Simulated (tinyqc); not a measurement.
# Gated graphene, quantum capacitance, step by step

Computed by the program tinyqc: `OMP_NUM_THREADS=1 python tinyqc.py 2200144 2200145 out.jsonl`, one thread of a shared Intel Xeon 2.30GHz, about 0.01 s for the whole run. Printed values are rounded.

phi is the Fermi level above the Dirac point, in volts; Vg is counted from the gate voltage of charge neutrality. Ideal linear bands, no charge puddles.

Values chosen for this exercise; values close to those of graphene: temperature T = 300 K; relative permittivity of the gate insulator (close to silicon nitride) eox = 7.37; insulator thickness tox = 4.9 nm; Fermi velocity vF = 1.07e6 m/s; density of traps Dit = 2.8e12 cm^-2 eV^-1; gate voltage Vg = 0.69 V.

Constants: q = 1.602176634e-19 C, kB = 1.380649e-23 J/K, hbar = 1.054571817e-34 J s, Vt = kB T/q, eps0 = 8.8541878128e-14 F/cm where lengths are in cm. Results are converted to the units shown.

## Gate capacitance

Cox = eps0 eox/tox.

Cox = 1.33174 uF/cm^2

## Starting value

phi = Vg.

phi at the start = 0.69 V

## Iteration 1: new phi

N0 = (2/pi)(kB T/(hbar vF))^2; n = N0 F1(phi/Vt), p = N0 F1(-phi/Vt), F1(e) = int_0^infinity u du/(1 + exp(u - e)) = -Li2(-exp(e)); Cq = q d(n - p)/dphi = (q N0/Vt) ln[2 (1 + cosh(phi/Vt))]. Newton: f = phi + q (n - p + Dit phi)/Cox - Vg, phi(new) = phi - f/(1 + (Cq + q Dit)/Cox).

n = 3.06938e13 cm^-2
p = 0.219725 cm^-2
Cq = 14.1886 uF/cm^2
f = 3.92510 V
phi after iteration 1 = 0.362664 V

## Iteration 2: new phi

As before.

n = 8.58143e12 cm^-2
p = 69324.0 cm^-2
Cq = 7.45754 uF/cm^2
f = 0.827235 V
phi after iteration 2 = 0.243409 V

## Iteration 3: new phi

As before.

n = 3.94320e12 cm^-2
p = 6.98665e6 cm^-2
Cq = 5.00536 uF/cm^2
f = 0.109796 V
phi after iteration 3 = 0.221861 V

## Course of the iteration

Stop when the step is below 1e-10 V, or after 40 iterations.

Course of the iteration:
```
iteration  phi before the step (V)   step (V)
1                             0.69     -0.327
2                         0.362664     -0.119
3                         0.243409    -0.0215
4                         0.221861   -7.53e-4
5                         0.221108   -9.20e-7
6                         0.221107  -1.37e-12
```

Converged in 6 iterations.

## Charge and capacitances at the solution

converged phi = 0.221107 V

N0 = (2/pi)(kB T/(hbar vF))^2; n = N0 F1(phi/Vt), p = N0 F1(-phi/Vt), F1(e) = int_0^infinity u du/(1 + exp(u - e)) = -Li2(-exp(e)); Cq = q d(n - p)/dphi = (q N0/Vt) ln[2 (1 + cosh(phi/Vt))]. 1/C_G = 1/Cox + 1/(Cq + q Dit); dphi/dVg = Cox/(Cox + Cq + q Dit).

n - p = 3.27837e12 cm^-2
Cq = 4.54689 uF/cm^2
C_G = 1.05144 uF/cm^2
dphi/dVg = 0.210478

C_G is 79.0 % of Cox; 32.0 % of the gate voltage has gone into phi.
